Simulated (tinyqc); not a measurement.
A log to judge: finite-difference solution of the diffusion equation on a small grid. Computed by tinyqc. Command: `OMP_NUM_THREADS=1 python tinyqc.py 3016626 3016627 out.jsonl fdiff walk`. One thread of a shared host (Intel(R) Xeon(R) Processor @ 2.30GHz), about 0.01 s of CPU time with the checks.

dC/dt = D d2C/dx2 on nodes x_j = j dx, j = 0..7; the far end is sealed.

Inputs (values chosen for the exercise):

| quantity | value | unit |
|---|---|---|
| diffusivity D | 0.85 | nm^2/s |
| grid spacing dx | 25 | nm |
| time step dt | 650 | s |
| final time t_f | 19500 | s |
| surface value C_s | 46 | % of a reference |

Boundary at x = 0: fixed surface value. Scheme: explicit.

start values C_j, j = 0, 1, ... (% of a reference): 0  0  0  0  0  0  0  0

Method:
- The operator M acts as (M C)_j = C_(j-1) - 2 C_j + C_(j+1); at the sealed far end a mirror node gives 2 C_(N-2) - 2 C_(N-1); at j = 0, C_0 is held at C_s from the start (row of zeros).
- With r = D dt/dx^2: (1 - theta r M) C(new) = (1 + (1 - theta) r M) C(old); theta = 0 explicit, 1 implicit, 1/2 Crank-Nicolson.
- The run takes n = round(t_f/dt) steps of length t_f/n.
- The dose is the trapezoidal sum of C dx; the error is the largest difference from exp(M D t/dx^2) C(0), the exact time evolution on the same grid.

Course of the run:

| step | t (s) | C_1 | C_4 | dose (% nm) | largest error |
|---|---|---|---|---|---|
| 1 | 650 | 4.06640e+01 | 0 | 1.59160e+03 | 1.99873e+01 |
| 2 | 1300 | 9.43405e+00 | 0 | 1.70953e+03 | 2.26506e+01 |
| 3 | 1950 | 6.51958e+01 | 0 | 2.51763e+03 | 3.69530e+01 |
| 4 | 2600 | -2.64389e+01 | 2.80910e+01 | 2.09341e+03 | 7.97783e+01 |
| 5 | 3250 | 1.49830e+02 | -5.82045e+01 | 3.69431e+03 | 1.60212e+02 |
| 6 | 3900 | -1.95693e+02 | 1.95290e+02 | 1.39966e+03 | 3.41685e+02 |
| 7 | 4550 | 5.14906e+02 | -4.63822e+02 | 6.74108e+03 | 7.32137e+02 |
| ... | ... | ... | ... | ... | ... |
| 24 | 15600 | -6.77282e+08 | 1.99348e+09 | -4.38089e+09 | 2.20867e+09 |
| 25 | 16250 | 1.64073e+09 | -4.93469e+09 | 1.05870e+10 | 5.57811e+09 |
| 26 | 16900 | -3.98753e+09 | 1.22259e+10 | -2.56731e+10 | 1.40598e+10 |
| 27 | 17550 | 9.71931e+09 | -3.03128e+10 | 6.24512e+10 | 3.53787e+10 |
| 28 | 18200 | -2.37524e+10 | 7.52068e+10 | -1.52346e+11 | 8.88968e+10 |
| 29 | 18850 | 5.81836e+10 | -1.86696e+11 | 3.72582e+11 | 2.23103e+11 |
| 30 | 19500 | -1.42825e+11 | 4.63692e+11 | -9.13275e+11 | 5.59345e+11 |

Can the last value be used, and what does the course show?

No. The error grows by a factor near 2.49 a step with alternating sign from node to node: r = 0.884 exceeds the stability limit 0.506 of the explicit scheme. Reruns converge with time step dt = 260.0; or with scheme = implicit; or with scheme = Crank-Nicolson. Reruns still fail with time step dt = 520.0.
